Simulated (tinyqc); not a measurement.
Propagation of a band-gap error through k.p and effective-mass formulas: one step. Far from the edge the relative error shrinks. Four cases, with inputs chosen for the exercise.

Question. Two-level dispersion E(k) = sqrt(E^2/4 + Ep c k^2) - E/2 at k/4, k, 4k for both gaps, c = hbar^2/2m0.

Constants: hbar^2/2m0 = 3.80998211 eV angstrom^2.

Give: Energies above the edge.

Case 1.

Values chosen (reference values near those of InP, gap at low temperature; not measured data): Eg = 1.431 eV (gap at Gamma to the s-like level); Eg2 = 3.649 eV (a wrong gap, of the size a hybrid with far too much exact exchange can give); Ep = 20.5 eV (Kane energy); k = 0.024 1/angstrom (wave vector).

Answer.

Energies above the edge:

| k (1/angstrom) | at Eg (eV) | at Eg2 (eV) | ratio |
|---|---|---|---|
| 0.00600 | 0.0020 | 0.0008 | 0.393 |
| 0.02400 | 0.0308 | 0.0123 | 0.399 |
| 0.09600 | 0.3943 | 0.1876 | 0.476 |

The ratio tends to Eg/Eg2 = 0.39 at k = 0 and goes from 0.393 to 0.476: at large k both curves approach the same slope sqrt(Ep c), while their distance in eV grows towards |Eg - Eg2|/2.

Case 2.

Values chosen (reference values near those of InSb, gap at low temperature; not measured data): Eg = 0.237 eV (gap at Gamma to the s-like level); Eg2 = 0.536 eV (a wrong gap, of the size a hybrid with far too much exact exchange can give); Ep = 22.9 eV (Kane energy); k = 0.02 1/angstrom (wave vector).

Answer.

Energies above the edge:

| k (1/angstrom) | at Eg (eV) | at Eg2 (eV) | ratio |
|---|---|---|---|
| 0.00500 | 0.0089 | 0.0040 | 0.455 |
| 0.02000 | 0.1027 | 0.0587 | 0.571 |
| 0.08000 | 0.6381 | 0.5259 | 0.824 |

The ratio tends to Eg/Eg2 = 0.44 at k = 0 and goes from 0.455 to 0.824: at large k both curves approach the same slope sqrt(Ep c), while their distance in eV grows towards |Eg - Eg2|/2.

Case 3.

Values chosen (reference values near those of GaAs, gap at low temperature; not measured data): Eg = 1.515 eV (gap at Gamma to the s-like level); Eg2 = 1.409 eV (a wrong gap, of the size a hybrid functional can give); Ep = 25.4 eV (Kane energy); k = 0.026 1/angstrom (wave vector).

Answer.

Energies above the edge:

| k (1/angstrom) | at Eg (eV) | at Eg2 (eV) | ratio |
|---|---|---|---|
| 0.00650 | 0.0027 | 0.0029 | 1.075 |
| 0.02600 | 0.0420 | 0.0450 | 1.071 |
| 0.10400 | 0.5155 | 0.5377 | 1.043 |

The ratio tends to Eg/Eg2 = 1.08 at k = 0 and goes from 1.075 to 1.043: at large k both curves approach the same slope sqrt(Ep c), while their distance in eV grows towards |Eg - Eg2|/2.

Case 4.

Values chosen (reference values near those of InP, gap at low temperature; not measured data): Eg = 1.413 eV (gap at Gamma to the s-like level); Eg2 = 3.01 eV (a wrong gap, of the size a hybrid with far too much exact exchange can give); Ep = 20.8 eV (Kane energy); k = 0.047 1/angstrom (wave vector).

Answer.

Energies above the edge:

| k (1/angstrom) | at Eg (eV) | at Eg2 (eV) | ratio |
|---|---|---|---|
| 0.01175 | 0.0077 | 0.0036 | 0.471 |
| 0.04700 | 0.1146 | 0.0571 | 0.498 |
| 0.18800 | 1.1101 | 0.7458 | 0.672 |

The ratio tends to Eg/Eg2 = 0.47 at k = 0 and goes from 0.471 to 0.672: at large k both curves approach the same slope sqrt(Ep c), while their distance in eV grows towards |Eg - Eg2|/2.

Computed by tinyqc, one run a case: `OMP_NUM_THREADS=1 python tinyqc.py N N+1 out.jsonl` with N = 1850198, 1850302, 1850339, 1850483; one thread of a shared Intel(R) Xeon(R) Processor @ 2.30GHz, about 0.01 s a run at most.
